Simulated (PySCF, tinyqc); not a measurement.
Inside a calculation. Method: RHF in the 3-21g basis, for H2, spin multiplicity 1. The lowest restricted solution is unstable here: a spin-polarised one lies 0.0003 hartree lower (PySCF). Computed by tinyqc, a small Python program that keeps every step (integrals from PySCF). Settings: charge = 0, multiplicity = 1, basis = 3-21g, energy threshold = 1e-08, iteration cap = 64, orthogonalisation = symmetric, start = core, DIIS depth = 6, DIIS from iteration = 2, method = RHF. Command: `OMP_NUM_THREADS=1 python tinyqc.py 24016 24017 out.jsonl` (the two numbers bound the seeds that draw the settings). One thread of a shared host (Intel(R) Xeon(R) Processor @ 2.60GHz), about 0.03 s of CPU time with the checks. Later iterations appear only in the table of the cycle.

## One-electron integrals

Geometry (angstrom):
```
atom         x         y         z
H     0.000000  0.000000  0.000000
H     0.000000  0.000000  1.215000
```

Basis 3-21g: exponents (1/bohr^2) and contraction coefficients of normalised primitives:
```
element  l (shell)  exponent  coefficient
H            s (1)  5.447178     0.156285
H            s (1)  0.824547     0.904691
H            s (2)  0.183192     1.000000
```

Overlap, kinetic and nuclear-attraction integrals over the contracted functions; the nuclear repulsion is the sum of Za Zb / Rab.

nuclear repulsion = 0.43553680 hartree

overlap S, order 1H 1s, 1H 2s, 2H 1s, 2H 2s:
```
[[1.000000, 0.645899, 0.096738, 0.291074],
 [0.645899, 1.000000, 0.291074, 0.617012],
 [0.096738, 0.291074, 1.000000, 0.645899],
 [0.291074, 0.617012, 0.645899, 1.000000]]
```

kinetic energy T (hartree), order 1H 1s, 1H 2s, 2H 1s, 2H 2s:
```
[[1.549405, 0.293152, -0.063453, 0.061779],
 [0.293152, 0.274788, 0.061779, 0.114968],
 [-0.063453, 0.061779, 1.549405, 0.293152],
 [0.061779, 0.114968, 0.293152, 0.274788]]
```

nuclear attraction V (hartree), order 1H 1s, 1H 2s, 2H 1s, 2H 2s:
```
[[-2.156444, -1.063678, -0.166578, -0.484635],
 [-1.063678, -1.097041, -0.484635, -0.724773],
 [-0.166578, -0.484635, -2.156444, -1.063678],
 [-0.484635, -0.724773, -1.063678, -1.097041]]
```

core Hamiltonian H = T + V (hartree), order 1H 1s, 1H 2s, 2H 1s, 2H 2s:
```
[[-0.607039, -0.770526, -0.230031, -0.422856],
 [-0.770526, -0.822253, -0.422856, -0.609804],
 [-0.230031, -0.422856, -0.607039, -0.770526],
 [-0.422856, -0.609804, -0.770526, -0.822253]]
```

## Two-electron integrals

Functions are numbered as in S; the eight-fold symmetry (ij|kl) = (ji|kl) = (kl|ij) leaves the list below.

Two-electron integrals (ij|kl) in chemists' order, unique and non-zero (hartree):
```
(11|11) 1.140145   (21|11) 0.611403   (21|21) 0.345152   (22|11) 0.626370
(22|21) 0.380329   (22|22) 0.482957   (31|11) 0.074225   (31|21) 0.044136
(31|22) 0.052781   (31|31) 0.009562   (32|11) 0.149208   (32|21) 0.093924
(32|22) 0.128554   (32|31) 0.022695   (32|32) 0.069549   (33|11) 0.434580
(33|21) 0.278960   (33|22) 0.404245   (33|31) 0.074225   (33|32) 0.264821
(33|33) 1.140145   (41|11) 0.264821   (41|21) 0.150842   (41|22) 0.168740
(41|31) 0.022695   (41|32) 0.049395   (41|33) 0.149208   (41|41) 0.069549
(42|11) 0.339876   (42|21) 0.209326   (42|22) 0.275650   (42|31) 0.036865
(42|32) 0.100439   (42|33) 0.339876   (42|41) 0.100439   (42|42) 0.183864
(43|11) 0.278960   (43|21) 0.178189   (43|22) 0.255845   (43|31) 0.044136
(43|32) 0.150842   (43|33) 0.611403   (43|41) 0.093924   (43|42) 0.209326
(43|43) 0.345152   (44|11) 0.404245   (44|21) 0.255845   (44|22) 0.363848
(44|31) 0.052781   (44|32) 0.168740   (44|33) 0.626370   (44|41) 0.128554
(44|42) 0.275650   (44|43) 0.380329   (44|44) 0.482957
```

## Orthogonalisation

S = U s U^T; symmetric (Loewdin) form X = U s^(-1/2) U^T, so that X^T S X = 1.

eigenvalues of S: [0.203157, 0.384461, 1.083093, 2.329289]

X, order 1H 1s, 1H 2s, 2H 1s, 2H 2s:
```
[[1.240000, -0.484251, 0.022080, 0.022924],
 [-0.484251, 1.483751, 0.022924, -0.477833],
 [0.022080, 0.022924, 1.240000, -0.484251],
 [0.022924, -0.477833, -0.484251, 1.483751]]
```

## Starting guess

The start is the orbitals of the core Hamiltonian; D = 2 C_occ C_occ^T.

D at the start, order 1H 1s, 1H 2s, 2H 1s, 2H 2s:
```
[[0.186100, 0.213455, 0.186100, 0.213455],
 [0.213455, 0.244831, 0.213455, 0.244831],
 [0.186100, 0.213455, 0.186100, 0.213455],
 [0.213455, 0.244831, 0.213455, 0.244831]]
```

## Iteration 1: building the Fock matrix

J_ij = sum D_kl (ij|kl), K_ij = sum D_kl (ik|jl); F = H + J - 0.5 K; E = tr D H + tr D J / 2 - 0.25 tr D K + E_nn.

Coulomb J (hartree), order 1H 1s, 1H 2s, 2H 1s, 2H 2s:
```
[[1.296290, 0.768290, 0.132143, 0.362737],
 [0.768290, 0.952248, 0.362737, 0.629713],
 [0.132143, 0.362737, 1.296290, 0.768290],
 [0.362737, 0.629713, 0.768290, 0.952248]]
```

exchange K (hartree), order 1H 1s, 1H 2s, 2H 1s, 2H 2s:
```
[[0.819579, 0.726106, 0.423311, 0.566686],
 [0.726106, 0.759857, 0.566686, 0.681070],
 [0.423311, 0.566686, 0.819579, 0.726106],
 [0.566686, 0.681070, 0.726106, 0.759857]]
```

Fock matrix F (hartree), order 1H 1s, 1H 2s, 2H 1s, 2H 2s:
```
[[0.279461, -0.365289, -0.309544, -0.343463],
 [-0.365289, -0.249933, -0.343463, -0.320626],
 [-0.309544, -0.343463, 0.279461, -0.365289],
 [-0.343463, -0.320626, -0.365289, -0.249933]]
```

total energy of this density = -1.02818169 hartree

## Iteration 1: diagonalisation and new density

Diagonalise F' = X^T F X, C = X C', fill 1 alpha and 1 beta electrons from the bottom; D = 2 C_occ C_occ^T. Each column has its largest component positive (the first on a tie).

F' = X^T F X (hartree):
```
[[0.787403, -0.630130, -0.131433, -0.138215],
 [-0.630130, 0.270508, -0.138215, -0.196440],
 [-0.131433, -0.138215, 0.787403, -0.630130],
 [-0.138215, -0.196440, -0.630130, 0.270508]]
```

orbital energies (hartree): [-0.456569, 0.151568, 1.186607, 1.234216]

coefficients C, order 1H 1s, 1H 2s, 2H 1s, 2H 2s:
```
[[0.238724, 0.162905, 0.919698, -0.918553],
 [0.399904, 0.974114, -0.672624, 1.050533],
 [0.238724, -0.162905, 0.919698, 0.918553],
 [0.399904, -0.974114, -0.672624, -1.050533]]
```

D after iteration 1, order 1H 1s, 1H 2s, 2H 1s, 2H 2s:
```
[[0.113978, 0.190933, 0.113978, 0.190933],
 [0.190933, 0.319847, 0.190933, 0.319847],
 [0.113978, 0.190933, 0.113978, 0.190933],
 [0.190933, 0.319847, 0.190933, 0.319847]]
```

## Iteration 2: building the Fock matrix

As before.

Coulomb J (hartree), order 1H 1s, 1H 2s, 2H 1s, 2H 2s:
```
[[1.241564, 0.742241, 0.127487, 0.350592],
 [0.742241, 0.933140, 0.350592, 0.616408],
 [0.127487, 0.350592, 1.241564, 0.742241],
 [0.350592, 0.616408, 0.742241, 0.933140]]
```

exchange K (hartree), order 1H 1s, 1H 2s, 2H 1s, 2H 2s:
```
[[0.737217, 0.692678, 0.389441, 0.544852],
 [0.692678, 0.770905, 0.544852, 0.692265],
 [0.389441, 0.544852, 0.737217, 0.692678],
 [0.544852, 0.692265, 0.692678, 0.770905]]
```

Fock matrix F (hartree), order 1H 1s, 1H 2s, 2H 1s, 2H 2s:
```
[[0.265916, -0.374624, -0.297265, -0.344691],
 [-0.374624, -0.274565, -0.344691, -0.339529],
 [-0.297265, -0.344691, 0.265916, -0.374624],
 [-0.344691, -0.339529, -0.374624, -0.274565]]
```

total energy of this density = -1.04829552 hartree

## Iteration 2: diagonalisation and new density

As before.

F' = X^T F X (hartree):
```
[[0.773031, -0.627391, -0.116042, -0.135674],
 [-0.627391, 0.246971, -0.135674, -0.207421],
 [-0.116042, -0.135674, 0.773031, -0.627391],
 [-0.135674, -0.207421, -0.627391, 0.246971]]
```

orbital energies (hartree): [-0.474880, 0.134124, 1.171419, 1.209341]

coefficients C, order 1H 1s, 1H 2s, 2H 1s, 2H 2s:
```
[[0.228381, 0.169509, 0.922321, -0.917357],
 [0.407433, 0.966531, -0.668091, 1.057514],
 [0.228381, -0.169509, 0.922321, 0.917357],
 [0.407433, -0.966531, -0.668091, -1.057514]]
```

D after iteration 2, order 1H 1s, 1H 2s, 2H 1s, 2H 2s:
```
[[0.104315, 0.186100, 0.104315, 0.186100],
 [0.186100, 0.332003, 0.186100, 0.332003],
 [0.104315, 0.186100, 0.104315, 0.186100],
 [0.186100, 0.332003, 0.186100, 0.332003]]
```

## Iteration 5 (converged): orbitals

converged F (hartree), order 1H 1s, 1H 2s, 2H 1s, 2H 2s:
```
[[0.263558, -0.376019, -0.294895, -0.344641],
 [-0.376019, -0.278753, -0.344641, -0.342685],
 [-0.294895, -0.344641, 0.263558, -0.376019],
 [-0.344641, -0.342685, -0.376019, -0.278753]]
```

As before.

F' = X^T F X (hartree):
```
[[0.770296, -0.626627, -0.113285, -0.135031],
 [-0.626627, 0.242726, -0.135031, -0.209355],
 [-0.113285, -0.135031, 0.770296, -0.626627],
 [-0.135031, -0.209355, -0.626627, 0.242726]]
```

orbital energies (hartree): [-0.477824, 0.130975, 1.168207, 1.204687]

coefficients C, order 1H 1s, 1H 2s, 2H 1s, 2H 2s:
```
[[0.226474, 0.170711, 0.922791, -0.917134],
 [0.408813, 0.965145, -0.667247, 1.058779],
 [0.226474, -0.170711, 0.922791, 0.917134],
 [0.408813, -0.965145, -0.667247, -1.058779]]
```

D after iteration 5, order 1H 1s, 1H 2s, 2H 1s, 2H 2s:
```
[[0.102581, 0.185171, 0.102581, 0.185171],
 [0.185171, 0.334256, 0.185171, 0.334256],
 [0.102581, 0.185171, 0.102581, 0.185171],
 [0.185171, 0.334256, 0.185171, 0.334256]]
```

## Convergence

Stop when the energy changes by less than 1e-08 hartree and every element of the error matrix X^T (F D S - S D F) X is below 3e-05.

Course of the cycle:
```
iteration  E (hartree)     change  largest element of the error matrix
1          -1.02818169          -                             1.19e-01
2          -1.04829552  -2.01e-02                             1.85e-02
3          -1.04877526  -4.80e-04                             2.87e-03
4          -1.04878713  -1.19e-05                             5.18e-07
5          -1.04878713  -3.22e-13                             2.13e-07
```

PySCF RHF in the same basis = -1.04878713 hartree

Converged in 5 iterations.

## Populations, bond orders and dipole

Mulliken: Z minus the diagonal of D S on the atom; Loewdin: the same with S^(1/2) D S^(1/2); Mayer order: 2 sum_s sum (D(s) S)_ij (D(s) S)_ji over the two atoms.

Charges (e):
```
atom  Mulliken  Loewdin
1H           0        0
2H           0        0
```

Mayer bond orders:
```
pair     order
2-1   1.000000
```

dipole moment about the origin, x y z (debye): [0.000000, 0.000000, 0.000000]
